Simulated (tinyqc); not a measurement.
# Classical nucleation, growth and JMAK kinetics of crystallisation from a melt or glass, step by step

A worked calculation. Computed by tinyqc, a small Python program that keeps every step. Command: `OMP_NUM_THREADS=1 python tinyqc.py 3009806 3009807 out.jsonl nucl walk`. One thread of a shared host (Intel(R) Xeon(R) Processor @ 2.30GHz), about 0.01 s of CPU time with the checks. Intermediate numbers are printed to about 7 digits and carried at full precision; extremes and crossings named in words are read from the listed rows.

A spherical nucleus with a sharp interface of isotropic energy gamma; lambda = Omega^(1/3) is the jump distance.

Inputs (values chosen for the exercise, for a model substance):
```
quantity                        value        unit
melting point T_m                1290           K
heat of melting per volume H     1650      J/cm^3
interface energy gamma          0.163       J/m^2
atomic volume Omega              12.8  angstrom^3
temperature T                    1026           K
diffusion prefactor D0        5.9e-06       m^2/s
activation energy Q              1.33          eV
time t                          0.038           s
```

Nucleation: homogeneous. Driving force: Turnbull (linear).

Constants: e = 1.602176634e-19 C; k_B = 1.380649e-23 J/K; k_B = 8.617333262e-05 eV/K.

## Critical nucleus

Driving force per volume: dG = H (T_m - T)/T_m. Shape factor f = 1. W(r) = f [4 pi r^2 gamma - (4/3) pi r^3 dG]; r* = 2 gamma/dG; W* = f 16 pi gamma^3/(3 dG^2); n* = f (4/3) pi r*^3/Omega.

driving force dG = 337.6744 J/cm^3

shape factor f = 1

critical radius r* = 0.9654270 nm

barrier W* = 3.971958 eV

atoms in the nucleus n* = 294.4672

W*/(k_B T) = 44.92462

W* equals n* Omega dG/2 = 3.972 eV.

## Steady nucleation rate

D = D0 exp(-Q/(k_B T)); attachment rate k+ = (A*/lambda^2) D/lambda^2 with A* = 4 pi r*^2; Zeldovich factor Z = sqrt(W*/(3 pi k_B T))/n*; sites per volume N = 1/Omega; I = N Z k+ exp(-W*/(k_B T)); lag time = 1/(4 pi Z^2 k+).

diffusivity D = 1.729045e-12 m^2/s

attachment rate k+ = 6.763555e+09 1/s

Zeldovich factor Z = 0.007414292

sites N = 7.812500e+28 1/m^3

nucleation rate I = 1.209257e+17 1/(m^3 s)

lag time = 2.140305e-07 s

A cube of edge 100 nm waits 8300 s on average for its first nucleus. A rise of gamma by 5 % would change I by a factor of about exp(-W*/(k_B T) (1.05^3 - 1)) = 8.4e-4.

## Growth velocity

Growth (Wilson-Frenkel): u = (D/lambda) [1 - exp(-dG Omega/(k_B T))]. D = D0 exp(-Q/(k_B T)).

growth velocity u = 0.001943749 m/s

## Fraction transformed and grain size

JMAK with steady nucleation and growth, nuclei spread at random: extended fraction X_e = (pi/3) I u^3 t^4, X = 1 - exp(-X_e); t_X = [-3 ln(1 - X)/(pi I u^3)]^(1/4); final grains per volume = Gamma(5/4) (3/pi)^(1/4) (I/u)^(3/4), Gamma(5/4) = 0.9064024771. Grain size = (grains per volume)^(-1/3).

extended fraction = 1939.108

fraction X at t = 1

half time t_0.5 = 0.005225038 s

grains per volume = 6.276575e+14 1/m^3

grain size = 11.67954 micrometre

t is 7.3 half times: the change is complete.

## Nose of the time-temperature curve

JMAK with steady nucleation and growth, nuclei spread at random: extended fraction X_e = (pi/3) I u^3 t^4, X = 1 - exp(-X_e); t_X = [-3 ln(1 - X)/(pi I u^3)]^(1/4); final grains per volume = Gamma(5/4) (3/pi)^(1/4) (I/u)^(3/4), Gamma(5/4) = 0.9064024771. The nose is the T between 0.3 and 0.97 T_m where I u^3 is largest; the time is for X = 1e-6, and the critical cooling rate is estimated as (T_m - T_nose)/t_nose.

nose temperature = 866.6365 K

nose time = 4.471211e-06 s

critical cooling rate = 9.468655e+07 K/s

The nose lies at 0.67 T_m. Rapid quenching of thin ribbons or droplets could reach this. Caution: at the nose the lag time is not small against the nose time, so steady nucleation overstates the critical cooling rate.

## Nucleation and growth against temperature

Grain size = (grains per volume)^(-1/3). Rows are kept where W*/(k_B T) < 70.

Rates:
```
T (K)  W*/(k_B T)  I (1/(m^3 s))       u (m/s)    t_0.5 (s)  grain size (micrometre)
645      11.97183   4.319905e+27  7.101620e-07  0.004547918             3.714208e-03
710      13.45009   8.394833e+27  5.672311e-06  0.000810730             5.288498e-03
774      15.58832   5.718454e+27  3.014482e-05  0.000254959             8.838507e-03
838      18.76371   1.052839e+27  1.195342e-04  0.000138513             1.904048e-02
903      23.75363   2.599028e+25  3.794933e-04  0.000146924             6.412002e-02
968      32.00756   2.058360e+22  9.782531e-04  0.000430507             4.843149e-01
1032     46.76496   2.089238e+16  2.069638e-03  0.007731814             1.840230e+01
```

Among these rows I peaks at 710 K, u at 1032 K and the change is fastest at 838 K, between the two. Growth has no barrier W*, so it peaks nearer T_m than nucleation. The grain size goes as (u/I)^(1/4), from 0.0037 micrometre at the lowest T to 18 at the highest.

Checks made by the program: r* and W* against a numerical maximum of W(r) (relative difference 4e-09).
